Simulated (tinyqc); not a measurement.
Inside a calculation: sp3s* tight binding. Values are carried at full precision from step to step, so a last printed digit may differ when a step is redone from the rounded ones.

sp3s* tight binding, nearest neighbours only: anion (a) at 0, cation (c) at a/4 (1,1,1), orbitals s, px, py, pz, s* on each; k in units of 2 pi/a. With phases e_j = exp(i (pi/2) k.n_j) for n = (1,1,1), (1,-1,-1), (-1,1,-1), (-1,-1,1): g0 = (e1+e2+e3+e4)/4, g1 = (e1+e2-e3-e4)/4, g2 = (e1-e2+e3-e4)/4, g3 = (e1-e2-e3+e4)/4. The diagonal holds the levels Esa, Epa, Exa (s*) and Esc, Epc, Exc. Anion-cation block: <sa|sc> = Vss g0; <sa|xc> = Vsapc g1; <xa|sc> = -Vscpa g1; <xa|xc> = Vxx g0; <xa|yc> = <ya|xc> = Vxy g3, <xa|zc> = <za|xc> = Vxy g2, <ya|zc> = <za|yc> = Vxy g1; <s*a|xc> = Vxapc g1; <xa|s*c> = -Vpaxc g1; y and z take g2 and g3 in place of g1; s-s* and s*-s* vanish.

Constants: hbar^2/2m0 = 3.80998211 eV angstrom^2.

Inputs chosen for the exercise (near a published set for diamond, fitted to gaps, whose masses and valley positions are rough; not measured data): k = (0.18, 0.18, 0.18) 2 pi/a (wave vector); Esa = -4.535 eV (s level of the anion); Epa = 3.851 eV (p level of the anion); Esc = -4.535 eV (s level of the cation); Epc = 3.851 eV (p level of the cation); Exa = 11.356 eV (s* level of the anion); Exc = 11.356 eV (s* level of the cation); Vss = -22.683 eV (s-s); Vxx = 3.837 eV (px-px); Vxy = 11.662 eV (px-py); Vsapc = 15.224 eV (s anion, p cation); Vscpa = 15.224 eV (s cation, p anion); Vxapc = 8.221 eV (s* anion, p cation); Vpaxc = 8.221 eV (p anion, s* cation); a = 3.568 angstrom (lattice constant).

## Phase sums

Form g0 to g3 at this k.

g0, g1, g2, g3: 0.88555-0.02172i  -0.07475+0.25728i  -0.07475+0.25728i  -0.07475+0.25728i

## The Hamiltonian without spin-orbit coupling

Fill in the 10 x 10 matrix.

H(k) (eV), lower triangle (Hermitian):
```
                   sa               xa               ya               za              s*a       sc
sa            -4.5350
xa                  0           3.8510
ya                  0                0           3.8510
za                  0                0                0           3.8510
s*a                 0                0                0                0          11.3560
sc   -20.0869-0.4926i   1.1379+3.9168i   1.1379+3.9168i   1.1379+3.9168i                0  -4.5350
xc    -1.1379-3.9168i   3.3978+0.0833i  -0.8717-3.0003i  -0.8717-3.0003i  -0.6145-2.1151i        0
yc    -1.1379-3.9168i  -0.8717-3.0003i   3.3978+0.0833i  -0.8717-3.0003i  -0.6145-2.1151i        0
zc    -1.1379-3.9168i  -0.8717-3.0003i  -0.8717-3.0003i   3.3978+0.0833i  -0.6145-2.1151i        0
s*c                 0   0.6145+2.1151i   0.6145+2.1151i   0.6145+2.1151i                0        0

         xc      yc      zc      s*c
xc   3.8510
yc        0  3.8510
zc        0       0  3.8510
s*c       0       0       0  11.3560
```

## Levels at this k

Diagonalise H, which belongs to k = (0.18, 0.18, 0.18) (2 pi/a). Four bands are filled (two electrons each); give the make-up of band 5, the lowest empty one.

levels (eV): -26.1146  -5.1487  -1.4157  -1.4157  7.3448  9.1177  9.1177  11.8954  14.5736  18.7935

weights of band 5: s 0.041, p 0.503, s* 0.455

weight of band 5 on atom a = 0.500

The vertical gap at this k is 8.7605 eV; band 5 is mostly p-like.

## Levels at Gamma

At k = 0 only g0 = 1 is left and H falls into 2 x 2 blocks [[E_a, V], [V, E_c]] with roots (E_a + E_c)/2 -/+ sqrt(((E_a - E_c)/2)^2 + V^2); the s* levels stay uncoupled. The direct gap runs from the highest lower root of the p blocks to the lowest upper root.

Blocks at Gamma (eV):
```
block            E_a      E_c         V  lower root  upper root
s (Gamma1)   -4.5350  -4.5350  -22.6830    -27.2180     18.1480
p (Gamma15)   3.8510   3.8510    3.8370      0.0140      7.6880
```

direct gap at Gamma = 7.6740 eV

The lowest empty level at Gamma is p-like.

## Bands near the gap

Diagonalise at L = (1/2,1/2,1/2), X = (1,0,0), W = (1,1/2,0), K = (3/4,3/4,0) and at the fractions named between them; energies from the top of the valence band at Gamma; 4 bands are filled.

Levels (eV):
```
k        level 2  level 3  level 4  level 5  level 6
L        -15.565   -3.913   -3.913    7.566   10.011
L-G 0.5   -8.118   -2.278   -2.278    7.125    9.952
G          0.000    0.000    0.000    7.674    7.674
G-X 0.2   -1.509   -1.292   -1.292    6.753    8.966
G-X 0.4   -4.966   -3.688   -3.688    5.647   11.362
G-X 0.6   -9.078   -5.864   -5.864    5.306   10.708
G-X 0.7  -11.166   -6.699   -6.699    5.479    9.881
G-X 0.8  -13.213   -7.317   -7.317    5.873    8.977
G-X 0.9  -15.187   -7.697   -7.697    6.461    8.064
X        -17.063   -7.825   -7.825    7.207    7.207
W        -17.063   -7.825   -7.825    7.207    7.207
K        -16.110   -8.383   -6.679    6.851    7.811
K-G 0.5   -9.256   -5.276   -2.415    6.778   10.089
```

On these points the lowest empty level is lowest at G-X 0.6, 5.306 eV above the top.

## Valleys and masses

The lowest conduction level at Gamma, at its minimum on (x,0,0) for x from 0.5 to 1, and at the point L (L, and X where the search ends there, need not be minima in this model; a zero or negative inverse mass shows it). Inverse masses m0/m = (E(+h) + E(-h) - 2 E)/(2 c q^2) with c = hbar^2/2m0, q = h 2 pi/a, h = 0.002; longitudinal along the valley axis ([100] at Gamma and Delta, [111] at L), transverse along [010] or [1-10]. A dash: the next level lies within 0.15 eV, so a single mass has no use there.

Valleys:
```
valley  x (2 pi/a)  E - Ev (eV)  m0/m_l  m0/m_t
Gamma       0.0000       7.6740       -       -
Delta       0.5748       5.2986    0.98    0.93
L           0.5000       7.5663   -0.99   -1.75
```

Of these three the lowest is the Delta line, which makes the gap indirect, 5.2986 eV. A negative value marks a point that is no minimum along that axis. At Delta m0/m_t is 0.93. This nearest-neighbour model is fitted to gaps: it places the Delta minimum and the masses at Delta and L only roughly (transverse masses can be several times too heavy), and since its bands are flat from X to W the transverse mass grows too heavy towards X; d orbitals or second neighbours cure this.

## Checks

- Direct gap at Gamma from the blocks against the full matrix: both 7.67400.

Run: tinyqc, `OMP_NUM_THREADS=1 python tinyqc.py 1482549 1482550 out.jsonl`; Intel(R) Xeon(R) Processor @ 2.30GHz, one thread, shared host; about 0.1 s of CPU time with all checks.
